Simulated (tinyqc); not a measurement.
Resistance of a source-drain extension with a graded tip: one step of the calculation.

y runs along the channel, the gate covers y > 0. The doping is N0 for y < y0 and N0 10^(-(y - y0)/la) beyond, uniform over the depth xj. Sheet conductance s(y) = q mu(N) max(N - Nch, 0) xj + (for y > 0) ma Cox Vo, with mu(N) = u0 + (u1 - u0)/(1 + (N/Nr)^au) and Cox = eps0 eox/tox. Current is taken as one-dimensional; depletion of the tip, spreading and the contact are left out. The metallurgical junction lies at yj, where N = Nch.

Problem. Resistance of the overlapped part. Midpoint rule on 12 equal steps from 0 to yj: R_ov = sum h/s(y), per width.

Parameters, values chosen for the exercise; mobility law close to that of electrons in silicon: relative permittivity of the gate insulator (close to aluminium oxide) eox = 9.03; insulator thickness tox = 2.3 nm; active doping of the extension far from the gate N0 = 7.3e19 cm^-3; lateral abruptness la = 5.5 nm/decade; position under the gate where the fall begins (gate edge at 0) y0 = 1.4 nm; depth of the extension xj = 16 nm; channel doping Nch = 6.3e17 cm^-3; gate overdrive Vo = 0.74 V; mobility of the gate-induced layer ma = 94 cm^2/(V s); mobility at low doping u1 = 1414 cm^2/(V s); mobility at high doping u0 = 68.5 cm^2/(V s); reference doping Nr = 9.2e16 cm^-3; exponent au = 0.711.

Constants: q = 1.602176634e-19 C, eps0 = 8.8541878128e-14 F/cm where lengths are in cm. Results are converted to the units shown.

Find: y; N; doped conductance; sheet resistance; R_ov.

Solution.

```
point  y (nm)  N (cm^-3)  doped conductance (uS)  sheet resistance (ohm/square)
0      0.5313   7.300e19                    1486                          578.9
1       1.594   6.731e19                    1380                          616.5
2       2.657   4.314e19                   929.0                          854.1
3       3.719   2.765e19                   632.9                           1143
4       4.782   1.772e19                   436.8                           1474
5       5.845   1.136e19                   305.1                           1829
6       6.907   7.278e18                   214.9                           2190
7       7.970   4.664e18                   151.3                           2544
8       9.033   2.989e18                   104.6                           2887
9       10.10   1.916e18                   68.49                           3223
10      11.16   1.228e18                   38.70                           3565
11      12.22   7.869e17                   12.42                           3933
```

R_ov = 26.39 ohm um

tinyqc, about 0.03 s, one thread, Intel Xeon 2.30GHz (shared host): `OMP_NUM_THREADS=1 python tinyqc.py 2282157 2282158 out.jsonl`
